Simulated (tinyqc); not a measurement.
Comparisons within one model: deformation-potential model of the Delta valleys of a conduction band. A value that a table varies takes the place of the one given here.

Valleys with axes along x, y and z, each a pair at +k and -k. Herring-Vogt shift of a valley with unit axis a: dE = Xd tr(e) + Xu a.e.a. Non-degenerate shares n_i = exp(-dE_i/kT)/sum_j exp(-dE_j/kT). Inverse mass tensor of a valley: (1 - a a)/mt + a a/ml; the masses are taken as independent of strain.

s11 = (C11 + C12)/((C11 - C12)(C11 + 2 C12)), s12 = -C12/((C11 - C12)(C11 + 2 C12)), s44 = 1/C44; exx = s11 sxx + s12 (syy + szz) and cyclic, exy = s44 sxy/2; tension is positive. A uniaxial stress X along the unit vector n is s_ij = X n_i n_j.

Constants: kB = 8.617333262e-05 eV/K.

Inputs chosen for the exercise (near those of Si; shifted at random, so the results belong to these values and not to a real crystal):
- ml = 0.896 m0 (longitudinal mass)
- mt = 0.183 m0 (transverse mass)
- Xd = 1.15 eV (dilation potential)
- Xu = 9.1 eV (uniaxial potential)
- C11 = 163.7 GPa
- C12 = 62 GPa
- C44 = 80.8 GPa
- load = uniaxial [001] (kind of stress)
- T = 300 K (temperature)
- X1 = 1.3 GPa (size of the stress)
- X = 0.34 GPa (stress)

## Sweep of a uniaxial [001] stress

m_c = 1/(u.M.u) along [110] with M = sum_i n_i (inverse mass tensor); gain against zero stress at a fixed scattering time.

Results:
```
X (GPa),spread (meV),lowest edge (meV),n x,n y,n z,m_c (m0),gain (%)
-1.50,134.2,-111.3,0.006,0.006,0.989,0.1838,35.5
-0.75,67.1,-55.6,0.065,0.065,0.870,0.1930,29.1
-0.30,26.8,-22.3,0.207,0.207,0.585,0.2191,13.7
0.00,0.0,0.0,0.333,0.333,0.333,0.2491,0.0
0.30,26.8,-4.6,0.425,0.425,0.150,0.2765,-9.9
0.75,67.1,-11.5,0.482,0.482,0.036,0.2969,-16.1
1.50,134.2,-22.9,0.499,0.499,0.003,0.3034,-17.9
```

What can be read from the table?

Along [110] the gain is +35.5 % at -1.50 GPa and -17.9 % at 1.50 GPa. The slope at zero stress (from +/- 0.001 GPa), -41.7 % per GPa, carried to the ends would give +62 and -62 %; the response falls behind at both ends, as it saturates once the spread passes a few kT (kT = 25.9 meV, spread up to 134 meV).

## Gain for each load and current direction

Each load has the size X1. Gain m_c(0)/m_c - 1 in per cent from repopulation alone, m_c = 1/(u.M.u), M = sum_i n_i (inverse mass tensor); biaxial means sxx = syy.

Gain (%); + is tension, - compression:
```
load,[100],[010],[001],[110],[1-10],[111]
uniaxial [110] (+),26.7,26.7,-53.3,26.7,26.7,0.0
uniaxial [110] (-),-15.3,-15.3,30.7,-15.3,-15.3,0.0
uniaxial [100] (+),35.5,-17.8,-17.8,8.9,8.9,0.0
uniaxial [100] (-),-69.8,34.9,34.9,-17.5,-17.5,0.0
uniaxial [111] (+),0.0,0.0,0.0,0.0,0.0,0.0
uniaxial [111] (-),0.0,0.0,0.0,0.0,0.0,0.0
biaxial (001) (+),34.9,34.9,-69.8,34.9,34.9,0.0
biaxial (001) (-),-17.8,-17.8,35.5,-17.8,-17.8,0.0
```

What does this show, and why?

The largest gain is +35.5 %, for uniaxial [100] (+) with the current along [100] and biaxial (001) (-) with the current along [001]; for a [110] channel it is +34.9 %, under biaxial (001) (+). No gain or loss appears under uniaxial [111]: the valleys stay equivalent (in real silicon shear also changes the masses, which this model leaves out).

## Temperature and repopulation

The load is fixed; m_c along [110] as 1/(u.M.u).

Results:
```
T (K),kT (meV),n x,n y,n z,m_c (m0)
50,4.31,0.500,0.500,0.000,0.3038
77,6.64,0.497,0.497,0.005,0.3029
150,12.93,0.477,0.477,0.045,0.2951
225,19.39,0.453,0.453,0.094,0.2861
300,25.85,0.433,0.433,0.134,0.2793
400,34.47,0.414,0.414,0.171,0.2730
500,43.09,0.401,0.401,0.198,0.2688
```

What can be read from the table?

The largest share falls from 0.500 at 50 K to 0.401 at 500 K (equal shares: 0.333); m_c goes from 0.3038 to 0.2688, against 0.2491 without stress. Only spread/kT enters, so the small-stress response goes as 1/T.

## What each parameter does

Spread of the valley edges, lowest edge, largest share and m_c along [110]. Each row changes one parameter from the base and keeps the others.

Results:
```
case,spread (meV),lowest edge (meV),largest share,m_c (m0)
base,30.42,-5.20,0.4332,0.2793
ml = 0.717 m0,30.42,-5.20,0.4332,0.2702
mt = 0.146 m0,30.42,-5.20,0.4332,0.2291
Xd = 1.38 eV,30.42,-4.93,0.4332,0.2793
Xu = 7.28 eV,24.34,-3.89,0.4184,0.2743
C11 = 196.44 GPa,23.01,-3.23,0.4148,0.2732
C12 = 49.6 GPa,27.12,-3.63,0.4255,0.2767
C44 = 96.96 GPa,30.42,-5.20,0.4332,0.2793
X = 0.272 GPa,24.34,-4.16,0.4184,0.2743
T = 360 K,30.42,-5.20,0.4210,0.2752
```

What does this show?

The largest shifts from the base row, up to three for each result and ties (the steps differ in size, so this ranks the rows, not the parameters). spread (meV): C11 -7.41, X -6.08, Xu -6.08; unchanged at the printed digits by ml, mt, Xd, C44 and T. lowest edge (meV): C11 +1.96, C12 +1.57, Xu +1.31; unchanged at the printed digits by ml, mt, C44 and T. largest share: C11 -0.0184, X -0.0148, Xu -0.0148; unchanged at the printed digits by ml, mt, Xd and C44. m_c (m0): mt -0.0502, ml -0.0091, C11 -0.0061; unchanged at the printed digits by Xd and C44. Xd moves all valleys together, so it shifts the edge and nothing else.

Run: tinyqc, `OMP_NUM_THREADS=1 python tinyqc.py 1080381 1080382 out.jsonl`; Intel(R) Xeon(R) Processor @ 2.30GHz, one thread, shared host; about 0.03 s of CPU time with all checks.
